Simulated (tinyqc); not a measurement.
Hot electrons in a saturated n-channel MOSFET, lucky-electron model: effect of the drain voltage.

Beyond pinch-off the lateral field grows as Esat cosh(y/l) over the velocity-saturated region (pseudo-two-dimensional model). Impact ionisation in this region gives the substrate current, which biases the body forward through Rsub. Currents are per width. Local-field laws: they overstate ionisation when the field peak is narrower than an energy relaxation length.

Cox = 3.9 eps0/tox, l = sqrt(3 tox xj), Esat = 2 vs/mu. Overdrive g = Vg - VT + kb Vb; Vdsat = g Esat L/(g + Esat L); Id = Cox vs (g - Vdsat); dV = Vd - Id Rd - Vdsat; Em = sqrt((dV/l)^2 + Esat^2); Isub = Id (Ai/Bi) l Em exp(-Bi/Em). Vb = Rsub Isub is solved self-consistently. Lifetime tau = (Hl/Id)(Isub/Id)^(-m); 1 year = 3.15576e7 s.

Parameters, values chosen for the exercise; values close to those of silicon n-channel devices: channel length L = 0.25 um; oxide thickness tox = 6.1 nm; junction depth xj = 82 nm; threshold VT = 0.6 V; effective mobility mu = 380 cm^2/(V s); saturation velocity vs = 8.7e6 cm/s; ionisation prefactor Ai = 2e6 1/cm; ionisation field Bi = 1.64 MV/cm; resistance of the lightly doped drain Rd = 700 ohm um; substrate resistance Rsub = 10000 ohm um; fall of VT per volt of forward body bias kb = 0.21; lifetime exponent m = 2.9; lifetime constant Hl = 21000 s uA/um; gate voltage Vg = 1 V.

Constants: eps0 = 8.8541878128e-14 F/cm where lengths are in cm. Results are converted to the units shown.

Result of one run:
```
Id (uA/um)  Em (MV/cm)  Isub (uA/um)  Isub/Id  tau (years)
52.91           0.4828         4.041  0.07637      0.02183
```

Which drain voltage Vd gave this result: 1.34, 1.77, 1.91, 2.06 or 2.2 V?

Vd = 2.2 V.

The whole series:
```
Vd (V)  Id (uA/um)  Em (MV/cm)  Isub (uA/um)   Isub/Id  tau (years)
1.2          51.03      0.2287       0.04230  8.290e-4      1.126e4
1.34         51.07      0.2641        0.1282  0.002509        453.1
1.49         51.16      0.3023        0.3216  0.006286        31.54
1.63         51.31      0.3379        0.6391   0.01246        4.329
1.77         51.54      0.3736         1.128   0.02188       0.8408
1.91         51.86      0.4092         1.822   0.03513       0.2117
2.06         52.34      0.4473         2.828   0.05404      0.06019
2.2          52.91      0.4828         4.041   0.07637      0.02183
```

As Vd goes from 1.2 to 2.2 V, Em rises from 0.229 to 0.483 MV/cm, Isub rises from 0.0423 to 4.04 uA/um and tau falls from 11300 to 0.0218 years. The slope of ln(tau) against 1/Vd is 36.9 V between the first two rows and 32.8 V between the last two; ten years are last met at Vd = 1.49 V among the rows. At Vd = 1.2 V tau is a far extrapolation that only says that hot carriers are no limit.

tinyqc, about 0.05 s, one thread, Intel Xeon 2.30GHz (shared host): `OMP_NUM_THREADS=1 python tinyqc.py 2550154 2550155 out.jsonl`
